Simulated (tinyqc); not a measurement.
Bandgap voltage reference from two bipolar transistors: one step of the calculation.

Two transistors of area 1 and N carry the same current I. Is(T) = Is (T/T0)^eta exp[(Vg0 q/kB)(1/T0 - 1/T)], VBE1 = Vt ln(I/Is(T)) + I rb, VBE2 = Vt ln(I/(N Is(T))) + I rb/N. The amplifier forces I R1(T) = VBE1 - VBE2 + Vos, with R(T) = R (1 + tc (T - T0)) for both resistors, and the output is Vref = VBE1 + I R2(T). Base currents and the Early effect are neglected.

Question. Operating point at another temperature. Vt = kB T/q; I = (Vt ln N + Vos)/(R1(T) - rb (1 - 1/N)).

Parameters, values chosen for the exercise; values of the order met in silicon bipolar transistors:
```
symbol    value   unit                                                   meaning
T0          300      K                                     reference temperature
Vg0       1.202      V                      band-gap voltage extrapolated to 0 K
eta         3.5                   temperature exponent of the saturation current
Is      1.1e-18      A           saturation current of the unit transistor at T0
N            15                              area ratio of the second transistor
R1           30   kohm  resistor across which the difference of VBE falls, at T0
tc            0  ppm/K                 temperature coefficient of both resistors
Vos         2.9     mV                                   offset of the amplifier
rb            0    ohm                  series resistance of the unit transistor
R2          242   kohm                                     output resistor at T0
T           333      K                                               temperature
```

Constants: q = 1.602176634e-19 C, kB = 1.380649e-23 J/K. Results are converted to the units shown.

Find: Vt; I; Is(T); VBE1; I R2; Vref.

Answer.

Vt = 0.028696 V
I = 2.6870 uA
Is(T) = 1.5889e-16 A
VBE1 = 0.67582 V
I R2 = 0.65025 V
Vref = 1.3261 V

From T0 to T, VBE1 changes by -59.0 mV and I R2 by 62.1 mV, which leaves 3.13 mV in Vref.

Numbers from tinyqc (`OMP_NUM_THREADS=1 python tinyqc.py 2062132 2062133 out.jsonl`; about 0.03 s on one thread of a shared Intel Xeon 2.30GHz).
